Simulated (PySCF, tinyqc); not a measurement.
Worked calculation (part 1 of 2): CCSD on RHF in the sto-6g basis, for H6, spin multiplicity 1. The lowest restricted solution is unstable here: a spin-polarised one lies 0.0143 hartree lower (PySCF). Computed by tinyqc, a small Python program that keeps every step (integrals from PySCF). Settings: charge = 0, multiplicity = 1, basis = sto-6g, method = RHF, energy threshold = 1e-10, iteration cap = 65, orthogonalisation = canonical, start = core, DIIS depth = 6, amplitude equations = CCSD, DIIS depth for amplitudes = 6, cap on updates = 74. Command: `OMP_NUM_THREADS=1 python tinyqc.py 23824 23825 out.jsonl` (the two numbers bound the seeds that draw the settings). One thread of a shared host (Intel(R) Xeon(R) Processor @ 2.60GHz), about 0.3 s of CPU time with the checks. The early iterations of the SCF are left out here.

## One-electron integrals

Geometry (angstrom):
```
atom         x         y         z
H     0.000000  0.000000  0.000000
H     0.000000  0.000000  1.169000
H     0.000000  0.000000  2.508000
H     0.000000  0.000000  3.677000
H     0.000000  0.000000  5.016000
H     0.000000  0.000000  6.184000
```

Basis sto-6g: exponents (1/bohr^2) and contraction coefficients of normalised primitives:
```
element  l (shell)   exponent  coefficient
H            s (1)  35.523221     0.009164
H            s (1)   6.513144     0.049361
H            s (1)   1.822143     0.168538
H            s (1)   0.625955     0.370563
H            s (1)   0.243077     0.416492
H            s (1)   0.100112     0.130334
```

Overlap, kinetic and nuclear-attraction integrals over the contracted functions; the nuclear repulsion is the sum of Za Zb / Rab.

nuclear repulsion = 3.71490110 hartree

overlap S, lower triangle:
```
          1H 1s     2H 1s     3H 1s     4H 1s     5H 1s     6H 1s
1H 1s  1.000000
2H 1s  0.403240  1.000000
3H 1s  0.051555  0.321884  1.000000
4H 1s  0.006136  0.051555  0.403240  1.000000
5H 1s  0.000380  0.004405  0.051555  0.321884  1.000000
6H 1s  0.000025  0.000381  0.006148  0.051644  0.403757  1.000000
```

kinetic energy T (hartree), lower triangle:
```
           1H 1s      2H 1s      3H 1s      4H 1s     5H 1s     6H 1s
1H 1s   0.768522
2H 1s   0.061475   0.768522
3H 1s  -0.009992   0.028517   0.768522
4H 1s  -0.002124  -0.009992   0.061475   0.768522
5H 1s  -0.000205  -0.001624  -0.009992   0.028517  0.768522
6H 1s  -0.000017  -0.000205  -0.002127  -0.010001  0.061716  0.768522
```

nuclear attraction V (hartree), lower triangle:
```
           1H 1s      2H 1s      3H 1s      4H 1s      5H 1s      6H 1s
1H 1s  -2.231138
2H 1s  -0.868062  -2.531350
3H 1s  -0.105646  -0.728563  -2.643214
4H 1s  -0.012237  -0.111104  -0.963956  -2.643259
5H 1s  -0.000728  -0.008911  -0.111107  -0.728608  -2.531682
6H 1s  -0.000046  -0.000730  -0.012262  -0.105849  -0.869475  -2.231635
```

core Hamiltonian H = T + V (hartree), lower triangle:
```
           1H 1s      2H 1s      3H 1s      4H 1s      5H 1s      6H 1s
1H 1s  -1.462615
2H 1s  -0.806587  -1.762828
3H 1s  -0.115638  -0.700046  -1.874692
4H 1s  -0.014361  -0.121096  -0.902481  -1.874737
5H 1s  -0.000933  -0.010535  -0.121099  -0.700091  -1.763160
6H 1s  -0.000063  -0.000935  -0.014390  -0.115850  -0.807759  -1.463112
```

## Two-electron integrals

Functions are numbered as in S; the eight-fold symmetry (ij|kl) = (ji|kl) = (kl|ij) leaves the list below.

Two-electron integrals (ij|kl) in chemists' order, unique and non-zero (hartree):
```
(11|11) 0.774999   (21|11) 0.238559   (21|21) 0.099796   (22|11) 0.426554
(22|21) 0.238559   (22|22) 0.774999   (31|11) 0.021051   (31|21) 0.009907
(31|22) 0.027998   (31|31) 0.001221   (32|11) 0.093875   (32|21) 0.052402
(32|22) 0.180856   (32|31) 0.007959   (32|32) 0.061019   (33|11) 0.210882
(33|21) 0.112033   (33|22) 0.381928   (33|31) 0.021051   (33|32) 0.180856
(33|33) 0.774999   (41|11) 0.001941   (41|21) 0.000936   (41|22) 0.002728
(41|31) 0.000127   (41|32) 0.000878   (41|33) 0.002728   (41|41) 0.000014
(42|11) 0.011854   (42|21) 0.006326   (42|22) 0.021051   (42|31) 0.001018
(42|32) 0.007959   (42|33) 0.027998   (42|41) 0.000127   (42|42) 0.001221
(43|11) 0.069493   (43|21) 0.035017   (43|22) 0.112033   (43|31) 0.006326
(43|32) 0.052402   (43|33) 0.238559   (43|41) 0.000936   (43|42) 0.009907
(43|43) 0.099796   (44|11) 0.143915   (44|21) 0.069493   (44|22) 0.210882
(44|31) 0.011854   (44|32) 0.093875   (44|33) 0.426554   (44|41) 0.001941
(44|42) 0.021051   (44|43) 0.238559   (44|44) 0.774999   (51|11) 0.000089
(51|21) 0.000045   (51|22) 0.000137   (51|31) 0.000007   (51|32) 0.000048
(51|33) 0.000163   (51|41) 8.15e-07   (51|42) 0.000008   (51|43) 0.000062
(51|44) 0.000143   (51|51) 4.97e-08   (52|11) 0.000812   (52|21) 0.000417
(52|22) 0.001344   (52|31) 0.000068   (52|32) 0.000528   (52|33) 0.001951
(52|41) 0.000009   (52|42) 0.000089   (52|43) 0.000784   (52|44) 0.001951
(52|51) 5.85e-07   (52|52) 0.000007   (53|11) 0.007421   (53|21) 0.003603
(53|22) 0.011024   (53|31) 0.000613   (53|32) 0.004853   (53|33) 0.021051
(53|41) 0.000092   (53|42) 0.000966   (53|43) 0.009907   (53|44) 0.027998
(53|51) 0.000007   (53|52) 0.000089   (53|53) 0.001221   (54|11) 0.039376
(54|21) 0.018467   (54|22) 0.054086   (54|31) 0.002969   (54|32) 0.022461
(54|33) 0.093875   (54|41) 0.000463   (54|42) 0.004853   (54|43) 0.052402
(54|44) 0.180856   (54|51) 0.000037   (54|52) 0.000528   (54|53) 0.007959
(54|54) 0.061019   (55|11) 0.105498   (55|21) 0.048321   (55|22) 0.137555
(55|31) 0.007421   (55|32) 0.054086   (55|33) 0.210882   (55|41) 0.001092
(55|42) 0.011024   (55|43) 0.112033   (55|44) 0.381928   (55|51) 0.000089
(55|52) 0.001344   (55|53) 0.021051   (55|54) 0.180856   (55|55) 0.774999
(61|11) 4.46e-06   (61|21) 2.23e-06   (61|22) 0.000007   (61|31) 3.57e-07
(61|32) 2.72e-06   (61|33) 0.000010   (61|41) 4.76e-08   (61|42) 4.66e-07
(61|43) 4.11e-06   (61|44) 0.000010   (61|52) 3.84e-08   (61|53) 4.66e-07
(61|54) 2.72e-06   (61|55) 0.000007   (62|11) 0.000058   (62|21) 0.000029
(62|22) 0.000090   (62|31) 4.74e-06   (62|32) 0.000037   (62|33) 0.000143
(62|41) 6.60e-07   (62|42) 0.000007   (62|43) 0.000062   (62|44) 0.000163
(62|51) 4.52e-08   (62|52) 5.87e-07   (62|53) 0.000008   (62|54) 0.000048
(62|55) 0.000137   (62|62) 4.99e-08   (63|11) 0.000775   (63|21) 0.000368
(63|22) 0.001094   (63|31) 0.000060   (63|32) 0.000464   (63|33) 0.001945
(63|41) 0.000009   (63|42) 0.000092   (63|43) 0.000938   (63|44) 0.002734
(63|51) 6.59e-07   (63|52) 0.000009   (63|53) 0.000127   (63|54) 0.000880
(63|55) 0.002733   (63|61) 4.77e-08   (63|62) 8.18e-07   (63|63) 0.000014
(64|11) 0.005616   (64|21) 0.002590   (64|22) 0.007434   (64|31) 0.000403
(64|32) 0.002975   (64|33) 0.011877   (64|41) 0.000060   (64|42) 0.000614
(64|43) 0.006339   (64|44) 0.021092   (64|51) 4.73e-06   (64|52) 0.000068
(64|53) 0.001020   (64|54) 0.007975   (64|55) 0.028050   (64|61) 3.58e-07
(64|62) 0.000007   (64|63) 0.000127   (64|64) 0.001226   (65|11) 0.038237
(65|21) 0.017272   (65|22) 0.048388   (65|31) 0.002588   (65|32) 0.018493
(65|33) 0.069593   (65|41) 0.000367   (65|42) 0.003609   (65|43) 0.035069
(65|44) 0.112203   (65|51) 0.000029   (65|52) 0.000418   (65|53) 0.006336
(65|54) 0.052484   (65|55) 0.238938   (65|61) 2.24e-06   (65|62) 0.000045
(65|63) 0.000939   (65|64) 0.009939   (65|65) 0.100077   (66|11) 0.085572
(66|21) 0.038191   (66|22) 0.105519   (66|31) 0.005607   (66|32) 0.039386
(66|33) 0.143954   (66|41) 0.000773   (66|42) 0.007423   (66|43) 0.069516
(66|44) 0.210965   (66|51) 0.000058   (66|52) 0.000812   (66|53) 0.011859
(66|54) 0.093925   (66|55) 0.426837   (66|61) 4.46e-06   (66|62) 0.000090
(66|63) 0.001945   (66|64) 0.021092   (66|65) 0.238938   (66|66) 0.774999
```

## Orthogonalisation

S = U s U^T; canonical form X = U s^(-1/2), so that X^T S X = 1. Each column of U has its largest component positive (the first on a tie).

eigenvalues of S: 0.409261  0.533486  0.722626  1.141537  1.460444  1.732646

X:
```
               1          2          3          4          5         6
1H 1s  -0.368960  -0.588902   0.567509   0.462562   0.380681  0.201924
2H 1s   0.634069   0.719410  -0.333292   0.221986   0.418040  0.311021
3H 1s  -0.825504  -0.271084  -0.509303  -0.418401   0.151341  0.388248
4H 1s   0.826016  -0.268293   0.510012  -0.418574  -0.150340  0.388405
5H 1s  -0.635772   0.719040   0.332001   0.221609  -0.417765  0.311527
6H 1s   0.370522  -0.589595  -0.566537   0.461949  -0.380808  0.202485
```

## Iteration 7 (converged): orbitals

converged F (hartree), lower triangle:
```
           1H 1s      2H 1s      3H 1s      4H 1s      5H 1s      6H 1s
1H 1s  -0.203010
2H 1s  -0.409711  -0.248147
3H 1s  -0.075348  -0.256165  -0.249450
4H 1s   0.008074  -0.074166  -0.407741  -0.249443
5H 1s   0.001734  -0.005453  -0.074157  -0.256157  -0.248382
6H 1s  -0.004887   0.001733   0.008048  -0.075447  -0.410095  -0.203260
```

Diagonalise F' = X^T F X, C = X C', fill 3 alpha and 3 beta electrons from the bottom; D = 2 C_occ C_occ^T. Each column has its largest component positive (the first on a tie).

F' = X^T F X (hartree), lower triangle:
```
           1          2          3          4          5          6
1   0.632202
2   0.000039   0.402875
3  -0.014215  -0.000048   0.184639
4   0.000032  -0.058738   0.000099  -0.336699
5  -0.031742  -0.000004  -0.019337   0.000041  -0.462137
6   0.000024   0.013735  -0.000007   0.001984   0.000022  -0.548006
```

orbital energies (hartree): MO1 -0.548243, MO2 -0.463658, MO3 -0.341290, MO4 0.184825, MO5 0.407702, MO6 0.633537

coefficients C:
```
            MO1        MO2        MO3        MO4        MO5        MO6
1H 1s  0.204492   0.386690  -0.417954   0.544092  -0.620594  -0.396804
2H 1s  0.296815   0.426099  -0.282475  -0.327133   0.704033   0.631916
3H 1s  0.397987   0.111747   0.432423  -0.538079  -0.231557  -0.813643
4H 1s  0.398141  -0.110187   0.432699   0.538496  -0.229297   0.814014
5H 1s  0.297585  -0.425953  -0.281688   0.326224   0.703763  -0.633317
6H 1s  0.205249  -0.386951  -0.417182  -0.543230  -0.621091   0.398161
```

D after iteration 7, lower triangle:
```
           1H 1s      2H 1s      3H 1s      4H 1s     5H 1s     6H 1s
1H 1s   0.732062
2H 1s   0.687052   0.698903
3H 1s  -0.112272   0.087189   0.715741
4H 1s  -0.284079  -0.102006   0.666502   0.715772
5H 1s   0.027750  -0.027201  -0.101944   0.087058  0.698683
6H 1s   0.133409   0.027770  -0.283906  -0.112319  0.686835  0.731798
```

## Convergence

Stop when the energy changes by less than 1e-10 hartree and every element of the error matrix X^T (F D S - S D F) X is below 3e-06.

Course of the cycle:
```
iteration  E (hartree)     change  largest element of the error matrix
1          -2.59399932          -                             4.96e-01
2          -3.03699029  -4.43e-01                             1.44e-01
3          -3.05498163  -1.80e-02                             2.19e-02
4          -3.05616806  -1.19e-03                             3.23e-03
5          -3.05618165  -1.36e-05                             1.55e-04
6          -3.05618167  -2.48e-08                             3.95e-06
7          -3.05618167  -1.75e-11                             2.08e-07
```

PySCF RHF in the same basis = -3.05618167 hartree

Converged in 7 iterations.

## Integrals over molecular orbitals

(pq|rs) = sum C_ip C_jq C_kr C_ls (ij|kl), one index at a time.

one-electron integrals over orbitals h = C^T H C (hartree), lower triangle:
```
           1          2          3          4          5          6
1  -1.944082
2  -0.000147  -1.756186
3  -0.121282  -0.000274  -1.717622
4  -0.000097   0.156481  -0.000326  -1.517992
5  -0.066378   0.000128   0.129452  -0.000250  -1.309242
6   0.000125  -0.047773  -0.000078  -0.126448  -0.000149  -1.280681
```

Two-electron integrals over orbitals (pq|rs), unique and non-zero (hartree):
```
(11|11) 0.373115    (21|11) -0.000107   (21|21) 0.123954    (22|11) 0.294598
(22|21) -0.000071   (22|22) 0.345691    (31|11) 0.074193    (31|21) 0.000238
(31|22) -0.048251   (31|31) 0.116460    (32|11) 0.000350    (32|21) -0.109677
(32|22) -0.000039   (32|31) 0.000147    (32|32) 0.128558    (33|11) 0.336971
(33|21) 0.000236    (33|22) 0.305077    (33|31) 0.033914    (33|32) -0.000148
(33|33) 0.337254    (41|11) 0.000120    (41|21) -0.040530   (41|22) -0.000127
(41|31) 0.000120    (41|32) -0.011032   (41|33) 0.000049    (41|41) 0.084257
(42|11) -0.059603   (42|21) -0.000231   (42|22) 0.001238    (42|31) -0.052316
(42|32) -0.000027   (42|33) -0.008227   (42|41) 0.000100    (42|42) 0.077071
(43|11) 0.000256    (43|21) -0.065992   (43|22) -0.000008   (43|31) 0.000098
(43|32) 0.062588    (43|33) -0.000077   (43|41) 0.015529    (43|42) -0.000086
(43|43) 0.089132    (44|11) 0.338891    (44|21) 0.000221    (44|22) 0.305907
(44|31) 0.033341    (44|32) -0.000131   (44|33) 0.331841    (44|41) 0.000043
(44|42) -0.014927   (44|43) -0.000064   (44|44) 0.342953    (51|11) 0.008661
(51|21) -0.000098   (51|22) 0.029539    (51|31) -0.025031   (51|32) -0.000093
(51|33) -0.013606   (51|41) 0.000143    (51|42) -0.038724   (51|43) 0.000081
(51|44) -0.007824   (51|51) 0.052290    (52|11) -0.000132   (52|21) 0.028628
(52|22) 0.000121    (52|31) -0.000164   (52|32) 0.005147    (52|33) -0.000060
(52|41) -0.056340   (52|42) -0.000044   (52|43) 0.043333    (52|44) -0.000057
(52|51) -0.000068   (52|52) 0.094449    (53|11) -0.063979   (53|21) -0.000226
(53|22) -0.002198   (53|31) -0.054478   (53|32) -0.000037   (53|33) -0.016981
(53|41) 0.000092    (53|42) 0.074472    (53|43) -0.000100   (53|44) -0.013947
(53|51) -0.035394   (53|52) -0.000046   (53|53) 0.078531    (54|11) 0.000330
(54|21) -0.110469   (54|22) -0.000043   (54|31) 0.000126    (54|32) 0.124570
(54|33) -0.000163   (54|41) -0.005418   (54|42) -0.000020   (54|43) 0.064202
(54|44) -0.000146   (54|51) -0.000073   (54|52) 0.004353    (54|53) -0.000025
(54|54) 0.131724    (55|11) 0.305572    (55|21) -0.000064   (55|22) 0.350753
(55|31) -0.042388   (55|32) -0.000042   (55|33) 0.314782    (55|41) -0.000104
(55|42) -0.001311   (55|43) -2.40e-06   (55|44) 0.320777    (55|51) 0.029342
(55|52) 0.000111    (55|53) -0.003443   (55|54) -0.000041   (55|55) 0.369695
(61|11) -0.000029   (61|21) -0.001278   (61|22) -0.000090   (61|31) 0.000054
(61|32) -0.018332   (61|33) 0.000047    (61|41) 0.030202    (61|42) 0.000119
(61|43) 0.054329    (61|44) 0.000040    (61|51) -0.000038   (61|52) 0.037427
(61|53) 0.000106    (61|54) -0.016394   (61|55) -0.000083   (61|61) 0.072058
(62|11) 0.011623    (62|21) -0.000100   (62|22) 0.032066    (62|31) -0.023661
(62|32) -0.000083   (62|33) -0.007161   (62|41) 0.000144    (62|42) -0.036569
(62|43) 0.000097    (62|44) -0.009228   (62|51) 0.049952    (62|52) -0.000059
(62|53) -0.038514   (62|54) -0.000078   (62|55) 0.031590    (62|61) -0.000023
(62|62) 0.051909    (63|11) 0.000119    (63|21) -0.042493   (63|22) -0.000117
(63|31) 0.000110    (63|32) -0.005504   (63|33) 0.000044    (63|41) 0.081739
(63|42) 0.000113    (63|43) 0.016491    (63|44) 0.000046    (63|51) 0.000131
(63|52) -0.057314   (63|53) 0.000108    (63|54) -0.006776   (63|55) -0.000113
(63|61) 0.029274    (63|62) 0.000139    (63|63) 0.085901    (64|11) 0.076583
(64|21) 0.000225    (64|22) -0.043594   (64|31) 0.114255    (64|32) 0.000159
(64|33) 0.035297    (64|41) 0.000113    (64|42) -0.054858   (64|43) 0.000108
(64|44) 0.036612    (64|51) -0.022898   (64|52) -0.000162   (64|53) -0.056446
(64|54) 0.000145    (64|55) -0.045514   (64|61) 0.000048    (64|62) -0.023042
(64|63) 0.000114    (64|64) 0.122393    (65|11) -0.000121   (65|21) 0.127823
(65|22) -0.000047   (65|31) 0.000209    (65|32) -0.114732   (65|33) 0.000248
(65|41) -0.041576   (65|42) -0.000228   (65|43) -0.070271   (65|44) 0.000236
(65|51) -0.000092   (65|52) 0.029508    (65|53) -0.000227   (65|54) -0.119076
(65|55) -0.000048   (65|61) -0.001876   (65|62) -0.000097   (65|63) -0.045908
(65|64) 0.000214    (65|65) 0.141504    (66|11) 0.392950    (66|21) -0.000079
(66|22) 0.311834    (66|31) 0.077744    (66|32) 0.000338    (66|33) 0.357259
(66|41) 0.000116    (66|42) -0.064063   (66|43) 0.000258    (66|44) 0.363658
(66|51) 0.009984    (66|52) -0.000132   (66|53) -0.069695   (66|54) 0.000329
(66|55) 0.330040    (66|61) -0.000030   (66|62) 0.013403    (66|63) 0.000119
(66|64) 0.084521    (66|65) -0.000099   (66|66) 0.430845
```

## CCSD: starting amplitudes

t_ij^ab = <ij||ab> / (e_i + e_j - e_a - e_b), whose energy is MP2.

Starting amplitudes (spin orbitals 1a, 1b, ...; amplitudes related by a flip of all spins are not repeated; the 24 largest):
```
from      to          t
3a 3b  4a 4b  -0.084708
2a 2b  4a 4b  -0.059424
1a 1b  4a 4b  -0.057469
2a 2b  5a 5b  -0.054196
2a 3b  4a 5b  -0.053290
3a 3b  5a 5b  -0.052425
1a 3b  4a 6b  -0.047859
3a 3b  6a 6b  -0.044060
1a 2b  4a 5b   0.035116
1a 3b  4b 6a   0.031811
2a 3b  5a 6b   0.031045
2a 3b  4b 5a   0.031008
1a 1b  6a 6b  -0.030487
1a 1b  5a 5b  -0.027350
1a 2b  5a 6b  -0.024330
1a 2b  4b 5a  -0.024136
2a 2b  6a 6b  -0.023655
2a 3a  4a 5a  -0.022282
2a 2b  4a 6b   0.020948
2a 3b  5b 6a  -0.020861
1a 3b  5a 5b   0.020760
1a 2b  5b 6a   0.018229
1a 3a  4a 6a  -0.016049
1a 1b  4a 6b  -0.015773
```

correlation energy = -0.08022411 hartree

## CCSD: amplitude update 1

t_i^a D_i^a and t_ij^ab D_ij^ab are set to the remaining terms of the spin-orbital equations, evaluated with the old amplitudes; for the doubles these are <ij||ab> + 1/2 <ab||ef> t_ij^ef + 1/2 <mn||ij> t_mn^ab + P(ij)P(ab) <mb||ej> t_im^ae + terms in t^2 + terms with t1, D the orbital-energy denominators.

Amplitudes after update 1 (spin orbitals 1a, 1b, ...; amplitudes related by a flip of all spins are not repeated; the 24 largest):
```
from      to          t
3a 3b  4a 4b  -0.129321
2a 3b  4a 5b  -0.079295
2a 2b  5a 5b  -0.077476
2a 2b  4a 4b  -0.075115
1a 3b  4a 6b  -0.071345
1a 1b  4a 4b  -0.070062
3a 3b  5a 5b  -0.064533
2a 3b  4b 5a   0.053851
1a 3b  4b 6a   0.051504
3a 3b  6a 6b  -0.050637
1a 2b  4a 5b   0.046445
1a 1b  6a 6b  -0.042784
2a 3b  5a 6b   0.039725
1a 2b  5a 6b  -0.036007
2a 2b  4a 6b   0.035054
1a 3b  5a 5b   0.034771
1a 1b  5a 5b  -0.034568
1a 2b  4b 5a  -0.033803
2a 2b  6a 6b  -0.028875
2a 3b  5b 6a  -0.028246
1a 2b  5b 6a   0.028070
2a 3a  4a 5a  -0.025445
1a 1b  4a 6b  -0.022248
1a 3a  4a 6a  -0.019841
```

correlation energy = -0.11259724 hartree

## CCSD: amplitude update 2

As before.

Amplitudes after update 2 (spin orbitals 1a, 1b, ...; amplitudes related by a flip of all spins are not repeated; the 24 largest):
```
from      to          t
3a 3b  4a 4b  -0.156042
2a 3b  4a 5b  -0.091046
2a 2b  5a 5b  -0.089118
2a 2b  4a 4b  -0.081797
1a 3b  4a 6b  -0.081000
1a 1b  4a 4b  -0.073659
3a 3b  5a 5b  -0.069377
2a 3b  4b 5a   0.064964
1a 3b  4b 6a   0.059025
3a 3b  6a 6b  -0.052032
1a 1b  6a 6b  -0.050273
1a 2b  4a 5b   0.049865
2a 3b  5a 6b   0.042094
1a 2b  5a 6b  -0.041770
2a 2b  4a 6b   0.040518
1a 3b  5a 5b   0.040170
1a 1b  5a 5b  -0.038503
1a 2b  4b 5a  -0.036648
1a 2b  5b 6a   0.032837
2a 2b  6a 6b  -0.031652
2a 3b  5b 6a  -0.030245
2a 3a  4a 5a  -0.026082
1a 1b  4a 6b  -0.024549
1a 3a  4a 6a  -0.021976
```

correlation energy = -0.12672287 hartree
